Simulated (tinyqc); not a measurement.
Quarter-wave Bragg mirror and the threshold of a vertical cavity: one step of the calculation.

N pairs of lossless layers, each a quarter wave thick at lam, in the order nH, nL from the incident medium n0 to the exit medium ns; normal incidence, no dispersion. At wavelength lam + dw each layer has the phase d = (pi/2) lam/(lam + dw) and the matrix [[cos d, i sin d/n], [i n sin d, cos d]].

Question. Thicknesses, peak reflectance and stop band. At the design wavelength Y = ns (nH/nL)^(2 N), T0 = 4 n0 Y/(n0 + Y)^2; stop band, to first order in its width, (4 lam/pi) arcsin((nH - nL)/(nH + nL)); layer thicknesses lam/(4 n).

Values chosen for this exercise; indices close to those of titanium oxide and silicon dioxide:

| symbol | value | unit | meaning |
|---|---|---|---|
| lam | 633 | nm | design wavelength |
| nH | 2.294 |  | high index |
| nL | 1.471 |  | low index |
| N | 8 |  | number of pairs |
| n0 | 1 |  | index of the incident medium |
| ns | 1.5 |  | index of the exit medium |

Give: thickness of the high-index layer; thickness of the low-index layer; Y; T0; stop band.

Answer.

thickness of the high-index layer = 68.984 nm
thickness of the low-index layer = 107.58 nm
Y = 1835.6
T0 = 0.21767 %
stop band = 177.61 nm

Each further pair divides T0 by about (nH/nL)^2 = 2.43.

Program tinyqc, `OMP_NUM_THREADS=1 python tinyqc.py 2650107 2650108 out.jsonl`; Intel Xeon 2.30GHz, shared host, one thread, about 0.01 s.
